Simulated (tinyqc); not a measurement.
Crystal pulling from the melt: segregation, interface stability, heat balance and point-defect regime: one step, computed by the program tinyqc.

A dilute solute; steady pulling with a flat interface unless it is found unstable.

Problem. Constitutional supercooling. Liquidus slope per concentration (van 't Hoff): |m| = k_B T_m^2 (1 - k0)/L. Solute gradient at the interface: G_C = (V/D) C_s (1 - k0)/k0. Constitutional supercooling sets in when |m| G_C > G_L. Critical C_s from the equality.

Inputs (values chosen for the exercise, modelled on carbon in silicon): equilibrium coefficient k0 = 0.072; diffusivity in the melt D = 0.00015 cm^2/s; pull rate V = 1.3 mm/min; gradient in the melt G_L = 20 K/cm; latent heat per volume L = 4260 J/cm^3; melting point T_m = 1685 K.

C_s = 2.634214e+17 1/cm^3

Constants: k_B = 1.380649e-23 J/K.

Give: |m|; |m| G_C; critical C_s; ratio |m| G_C/G_L.

Solution.

|m| = 8.5393e-21 K cm^3

|m| G_C = 0.41878 K/cm

critical C_s = 1.2580e+19 1/cm^3

ratio |m| G_C/G_L = 0.020939

The interface is stable by this test, with a margin of 48. Caution: carbon reaches its solubility in silicon, below 1e18 /cm^3, and precipitates as SiC before such limits matter.
